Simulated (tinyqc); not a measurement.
From G(t) - G(o) back to dopant content x: competing polymorphs of an oxide film: bulk, surface, grain-boundary, dopant and field terms. Computed by tinyqc, a small Python program. Command: `OMP_NUM_THREADS=1 python tinyqc.py 3023573 3023574 out.jsonl polymorph inv`. One thread of a shared host (Intel(R) Xeon(R) Processor @ 2.30GHz), about 0.01 s of CPU time with the checks.

Phases: monoclinic m (reference), polar orthorhombic o, tetragonal t. Free energies per formula unit (f.u.); 1 J/m^2 x angstrom^3/nm = 6.241509 meV.

Inputs (values chosen for the exercise, for a model oxide): energy of the polar phase o over m = 81.1 meV/f.u.; energy of the tetragonal phase t over m = 159 meV/f.u.; entropy of o over m = 0.0072 meV/(f.u. K); entropy of t over m = 0.053 meV/(f.u. K); surface energy of m = 3.24 J/m^2; surface energy of o = 2.59 J/m^2; surface energy of t = 2.46 J/m^2; grain-boundary energy over surface energy = 0.76; volume per formula unit Omega = 34.3 angstrom^3; film thickness h = 26 nm; grain radius R = 17 nm; temperature T = 300 K; shift of o per % of dopant = -6.2 meV/f.u.; shift of t per % of dopant = -8.8 meV/f.u..

Geometry: columnar grains in a film.

Method. Bulk term b = H - T S + (shift) x, zero for m. The undoped bulk turns from m to t at T = H_t/S_t. Area per volume: A = 2/h + f_b/R (two free faces; the side wall 2/R is shared by two grains and carries f_b gamma); G = b + gamma Omega A.

Task: A run gave the result below. Find the dopant content x, known to lie between 1.3 and 2.9 %.

G(t) - G(o) = 56.59156 meV/f.u.

Result:

Each step takes the trial c = (a f_b - b f_a)/(f_b - f_a), f being the result less the target and a, b, c the logarithms of the listed values; c replaces end b, the old b replaces a if the sign of f changed, and otherwise f_a is halved.

Scan of the range:
```
dopant content x (%)  G(t) - G(o) (meV/f.u.)
1.30                                 57.3950
1.49                                 56.9010
1.70                                 56.3550
1.94                                 55.7310
2.22                                 55.0030
2.54                                 54.1710
2.90                                 53.2350
```

False position (Illinois rule, in the logarithm of the input) inside the bracket:
```
step    end a    end b    trial  G(t) - G(o) (meV/f.u.)
1     1.49000  1.70000  1.60559                 56.6004
2     1.70000  1.60559  1.60891                 56.5918
3     1.70000  1.60891  1.60909                 56.5913
4     1.60891  1.60909  1.60900                 56.5916
```

G(t) - G(o) falls at every point of a 13-point scan of the range (every second point is shown), so one value fits; it is bracketed by 1.49 and 1.70. The scan shows a straight line, so linear interpolation between any two rows gives the answer at once. Answer: dopant content x = 1.609 %.

Caution: this is an equilibrium ranking; real films often keep the phase that nucleates first on cooling from t.
